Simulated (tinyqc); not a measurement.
Inputs raised by 10 %, one at a time: non-radiative capture by multiphonon emission, one effective mode. Computed by tinyqc, a small Python program. Command: `OMP_NUM_THREADS=1 python tinyqc.py 3018733 3018734 out.jsonl capture sens`. One thread of a shared host (Intel(R) Xeon(R) Processor @ 2.30GHz), about 0.05 s of CPU time with the checks.

The initial state (free carrier plus empty centre) lies dE above the final state; both have the same frequency and are displaced by dQ.

Inputs (values chosen for the exercise, with mass, screening and phonons like those of AlN):
```
quantity,value,unit
energy released dE,1.82,eV
phonon energy hbar omega,75.6,meV
Huang-Rhys factor S,9.8,-
electron-phonon coupling W,0.0095,eV/(u^(1/2) angstrom)
cell volume V,856,angstrom^3
degeneracy g,4,-
broadening b,48,meV
carrier mass m,0.323,m_0
dielectric constant eps,8.26,-
temperature T,400,K
defect density N_t,1e+13,cm^-3
```

Centre: attractive.

Constants: hbar^2/u = 4.18015928e-03 eV angstrom^2; k_B = 8.617333262e-05 eV/K; hbar = 6.582119569e-16 eV s; Ry = 13.605693123 eV; k_B = 1.380649e-23 J/K; m_0 = 9.1093837015e-31 kg.

Method:
- dQ = sqrt(2 S (hbar^2/u)/hbar omega); relaxation energy lambda = S hbar omega; phonons needed P = dE/hbar omega; classical barrier E_b = (dE - lambda)^2/(4 lambda); occupation n = 1/(exp(hbar omega/k_B T) - 1).
- Huang-Rhys weight for a net emission of p phonons: L_p = exp(-S (2n + 1)) ((n + 1)/n)^(p/2) I_p(2 S sqrt(n (n + 1))), I_p the modified Bessel function.
- M_p = sum_m w_m <m_i|Q|(m + p)_f>^2 with Q counted from the final minimum and Boltzmann weights w_m for m = 0..24; <m_i|Q|k_f> = sqrt((hbar^2/u)/(2 hbar omega)) [sqrt(k) <m|k-1> + sqrt(k+1) <m|k+1>], with overlaps of oscillators displaced by d = sqrt(2 S) summed on 1500 points from -16 to 16 + d.
- The delta function is a Gaussian of standard deviation b at dE - p hbar omega.
- C_0 = V (2 pi/hbar) g W^2 sum_p M_p Gaussian_p. The sum runs over the seven p from round(P) - 3 to round(P) + 3; 1 angstrom^3 = 1e-24 cm^3.
- Sommerfeld factor of an attractive centre: s(k) = 2 pi nu/(1 - exp(-2 pi nu)), nu = sqrt(Ry*/E), Ry* = Ry m/eps^2, averaged over (2/sqrt(pi)) sqrt(x) exp(-x) dx with x = E/k_B T = t^2 (trapezoid, t to 6 in steps of 0.01).
- C = s C_0; v = sqrt(3 k_B T/m); sigma = C/v; tau = 1/(C N_t).

Runs:
```
input moved,from,to,capture coefficient C (cm^3/s),cross-section sigma (cm^2),classical barrier E_b (eV),capture time (s)
base run,-,-,1.7646e-10,7.4364e-18,0.39294,0.0005667
energy released dE (eV),1.82,2.002,2.5866e-11,1.0900e-18,0.53667,0.0038660
Huang-Rhys factor S,9.8,10.78,5.3874e-10,2.2703e-17,0.30986,0.0001856
electron-phonon coupling W (eV/(u^(1/2) angstrom)),0.0095,0.01045,2.1352e-10,8.9980e-18,0.39294,0.0004683
temperature T (K),400,440,2.0461e-10,8.2215e-18,0.39294,0.0004887
carrier mass m (m_0),0.323,0.3553,1.8502e-10,8.1777e-18,0.39294,0.0005405
dielectric constant eps,8.26,9.086,1.6054e-10,6.7654e-18,0.39294,0.0006229
defect density N_t (cm^-3),1e+13,1.1e+13,1.7646e-10,7.4364e-18,0.39294,0.0005152
```

Exponents ln(y'/y) / ln(x'/x):
```
input,capture coefficient C,cross-section sigma,classical barrier E_b,capture time
energy released dE,-20.146,-20.146,3.270,20.146
Huang-Rhys factor S,11.710,11.710,-2.493,-11.710
electron-phonon coupling W,2.000,2.000,0.000,-2.000
temperature T,1.553,1.053,0.000,-1.553
carrier mass m,0.497,0.997,0.000,-0.497
dielectric constant eps,-0.992,-0.992,0.000,0.992
defect density N_t,0.000,0.000,0.000,-1.000
```

Which inputs matter most for each result?

Among the inputs moved here: capture coefficient C answers most in size to energy released dE (exponent -20.146), next to Huang-Rhys factor S (+11.710); its exponent is below 0.0005 for defect density N_t. Its exponent +2.000 in electron-phonon coupling W: the golden rule, C goes as W^2. Cross-section sigma answers most in size to energy released dE (exponent -20.146), next to Huang-Rhys factor S (+11.710); its exponent is below 0.0005 for defect density N_t. Classical barrier E_b answers most in size to energy released dE (exponent +3.270), next to Huang-Rhys factor S (-2.493); its exponent is below 0.0005 for electron-phonon coupling W, temperature T, carrier mass m, dielectric constant eps, defect density N_t. Capture time answers most in size to energy released dE (exponent +20.146), next to Huang-Rhys factor S (-11.710). Its exponent -1.000 in defect density N_t: tau = 1/(C N_t).

Extremes, crossings and ranges named in words are read from the listed rows.
